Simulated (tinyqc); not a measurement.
Free and trapped electrons in a MOS channel with a dense trap tail: two steps of the calculation.

p-type body, charge-sheet picture, full ionisation (an idealisation for deep acceptors), Boltzmann statistics for free electrons. e = Ec - EF at the surface. Acceptor-like traps of density D(E) = D0 + De exp(-E/Ew) at depth E below Ec, from 0 to Eu, hold n_t = integral of D(E)/(1 + exp((e - E)/Vt)). psi = Eg - Vt ln(Nv/Na) - e; N_dep = sqrt(2 eps0 eps_r Na (psi - Vt)/q); n_f = sqrt(N_dep^2 + 2 eps0 eps_r Vt Nc exp(-e/Vt)/q) - N_dep; Vg = Vfb + psi + q (N_dep + n_t + n_f)/Cox, Cox = eps0 eox/tox.

Values chosen for this exercise; band and dielectric values close to those of 4H silicon carbide:
- T = 475 K (temperature)
- Eg = 3.31 eV (band gap)
- eps_r = 9.88 (relative permittivity)
- Nc = 3.33e19 cm^-3 (conduction-band density of states at T)
- Nv = 5e19 cm^-3 (valence-band density of states at T)
- eox = 3.9 (relative permittivity of the insulator)
- tox = 54 nm (insulator thickness)
- Na = 6.2e15 cm^-3 (acceptor density)
- Vfb = -2.22 V (flat-band voltage without trapped charge)
- D0 = 1.7e10 cm^-2 eV^-1 (constant background density of acceptor-like traps)
- De = 1.6e13 cm^-2 eV^-1 (density of the tail at the conduction edge)
- Ew = 0.06 eV (decay energy of the tail)
- Eu = 0.68 eV (depth below Ec down to which the traps reach)
- mf = 170 cm^2/(V s) (mobility of free electrons)
- e = 0.302 eV (Ec - EF at the surface)

Constants: q = 1.602176634e-19 C, kB = 1.380649e-23 J/K, Vt = kB T/q, eps0 = 8.8541878128e-14 F/cm where lengths are in cm. Results are converted to the units shown.

Question 1. Trapped charge. Trapezoid rule on 14 equal steps from 0 to Eu, f = 1/(1 + exp((e - E)/Vt)).

Give: E; D(E) f; n_t.

Answer 1.

```
point,E (eV),D(E) f (cm^-2 eV^-1)
0,0,1.0002e10
1,0.048571,1.4582e10
2,0.097143,2.1225e10
3,0.14571,3.0688e10
4,0.19429,4.3291e10
5,0.24286,5.6554e10
6,0.29143,6.1604e10
7,0.34000,5.1856e10
8,0.38857,3.7153e10
9,0.43714,2.6971e10
10,0.48571,2.1637e10
11,0.53429,1.9106e10
12,0.58286,1.7948e10
13,0.63143,1.7425e10
14,0.68000,1.7190e10
```

n_t = 2.1062e10 cm^-2

Question 2. Charges and gate voltage. psi, N_dep, n_f and Vg as defined, with the n_t given; free share n_f/(n_f + n_t); apparent mobility mf n_f/(n_f + n_t); gate voltage spent on traps q n_t/Cox.

n_t = 2.1062298e10 cm^-2

Wanted: psi; N_dep; n_f; Vg; free share; apparent mobility; gate voltage spent on traps.

Answer 2.

psi = 2.6398 V
N_dep = 4.1947e11 cm^-2
n_f = 1.0943e10 cm^-2
Vg = 1.5510 V
free share = 34.191 %
apparent mobility = 58.125 cm^2/(V s)
gate voltage spent on traps = 0.052771 V

Program tinyqc, `OMP_NUM_THREADS=1 python tinyqc.py 2222106 2222107 out.jsonl`; Intel Xeon 2.30GHz, shared host, one thread, about 0.02 s.
